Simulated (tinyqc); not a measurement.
## Trap density from the capacitance step

Question. A junction with shallow donors Nd and a deep trap has C_HF = eps0 eps_r/W and C_LF = eps0 eps_r (Nd + Nt)/(Nd W + Nt xt), xt = W - lam. Find W, xt and Nt.

Values chosen for this exercise:
- eps_r = 9.49 (relative permittivity)
- Nd = 6.2e16 cm^-3 (shallow donor density)

Constants: eps0 = 8.8541878128e-14 F/cm where lengths are in cm. Results are converted to the units shown.

C_HF = 67.847131 nF/cm^2
C_LF = 71.725965 nF/cm^2
lam = 48.640940 nm

Answer. C_HF gives W. With y = C_LF/C_HF, Nt/Nd = (y - 1)/(1 - y xt/W).

W = 123.8 nm
xt = 75.21 nm
Nt = 9.900e15 cm^-3

tinyqc, about 0.01 s, one thread, Intel Xeon 2.30GHz (shared host): `OMP_NUM_THREADS=1 python tinyqc.py 2050144 2050145 out.jsonl`
